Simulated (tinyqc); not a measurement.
Ferroelectric switching by domains, regions with a spread of times with Merz's law: two steps of the calculation.

A film poled to -Ps gets a pulse V of length t. Field E = V/d, characteristic time tau = t0 exp(Ea/E). The film consists of seven classes of regions, z = -3..3, with weights w_z proportional to exp(-z^2/2) and summing to one, and times tau_z = tau 10^(wd z); the switched share is f = sum w_z [1 - exp(-(t/tau_z)^m)]. P = Ps (2 f - 1).

Parameters, values chosen for the exercise: switchable polarisation Ps = 12 uC/cm^2; time prefactor t0 = 0.32 ns; activation field Ea = 11000 kV/cm; film thickness d = 20 nm; Avrami exponent m = 2; pulse voltage V = 3.1 V; spread of switching times wd = 0.5 decades; pulse length tp = 340 ns.

Task 1. Field and characteristic time. E = V/d, tau = t0 exp(Ea/E).

Give: E; tau.

Result 1.

E = 1550 kV/cm
tau = 386.6 ns

Task 2. Switched share of each class after the pulse. w_z, tau_z and f_z = 1 - exp(-(tp/tau_z)^m); f = sum w_z f_z.

tau = 386.58042 ns

Find: w_z; tau_z; f_z; f; P after the pulse.

Result 2.

| z | w_z | tau_z (ns) | f_z |
|---|---|---|---|
| -3 | 0.0044330 | 12.225 | 1.0000 |
| -2 | 0.054006 | 38.658 | 1.0000 |
| -1 | 0.24204 | 122.25 | 0.9996 |
| 0 | 0.39905 | 386.58 | 0.5386 |
| 1 | 0.24204 | 1222.5 | 0.0744 |
| 2 | 0.054006 | 3865.8 | 0.0077 |
| 3 | 0.0044330 | 12225 | 0.0008 |

f = 0.53374
P after the pulse = 0.80979 uC/cm^2

Program tinyqc, `OMP_NUM_THREADS=1 python tinyqc.py 2860112 2860113 out.jsonl`; Intel Xeon 2.30GHz, shared host, one thread, about 0.01 s.
